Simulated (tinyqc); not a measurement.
# Crystallisation kinetics and data retention of a phase-change cell, step by step

Numbers from tinyqc (`OMP_NUM_THREADS=1 python tinyqc.py 2490143 2490144 out.jsonl`; about 0.04 s on one thread of a shared Intel Xeon 2.30GHz). Printed values are rounded.

Johnson-Mehl-Avrami-Kolmogorov law X = 1 - exp(-y^n), y = integral of k dt, k = (1/100 s) exp[-(Ec q/kB)(1/T - 1/T1)].

Values chosen for this exercise; values of the order of Ge-Sb-Te and related chalcogenides:

| symbol | value | unit | meaning |
|---|---|---|---|
| Ec | 2.44 | eV | activation energy of crystallisation |
| T1 | 414 | K | temperature at which the rate k is 1/(100 s) |
| n | 2 |  | Avrami exponent |
| Xf | 0.4 |  | crystalline share at which the state is lost |
| T | 317 | K | storage temperature |
| b | 1 | K/min | heating rate |
| Ta | 371 | K | start of the ramp table |
| dT | 5 | K | step of the table |
| m | 10 |  | steps |

Constants: q = 1.602176634e-19 C, kB = 1.380649e-23 J/K. Results are converted to the units shown.

Range of the model: One Arrhenius rate is assumed; incubation, growth from the boundary and the non-Arrhenius kinetics of the supercooled liquid are left out.

## Retention

At fixed T the state fails at t = (-ln(1 - Xf))^(1/n)/k; ten years are 3.15576e8 s.

k = 8.14811e-12 1/s
y at failure = 0.714721
time to fail = 8.77161e10 s
the same in years = 2779.56
temperature for ten years = 338.315 K

The cell meets ten years at 317 K.

## A heating ramp

T rises at the rate b. Start with y = k (kB Ta^2/(q Ec))/b, the integral from cold to Ta to leading order; over each step k is taken as exponential in T, so y gains (dT/b)(k2 - k1)/ln(k2/k1). dX/dt = n y^(n - 1) k exp(-y^n), listed as 0 once y^n exceeds 23.

```
point	T (K)	k (1/s)	y	X	dX/dt (1/s)
0	371	3.60852e-6	0.00105247	1.10770e-6	7.59575e-9
1	376	9.95628e-6	0.00292883	8.57803e-6	5.83201e-8
2	381	2.67483e-5	0.00802624	6.44185e-5	4.29349e-7
3	386	7.00447e-5	0.0215189	4.62957e-4	3.01318e-6
4	391	1.78963e-4	0.0563525	0.00317057	2.01060e-5
5	396	4.46541e-4	0.144145	0.0205634	1.26086e-4
6	401	0.00108908	0.360353	0.121776	6.89321e-4
7	406	0.00259847	0.881078	0.539894	0.00210679
8	411	0.00607001	2.10858	0.988276	3.00111e-4
9	416	0.0138932	4.94294	1.00000	0
10	421	0.0311799	11.3583	1	0
```

Among the points the rate is largest at 406 K, where X = 0.540; the exact peak lies at 406.7 K.
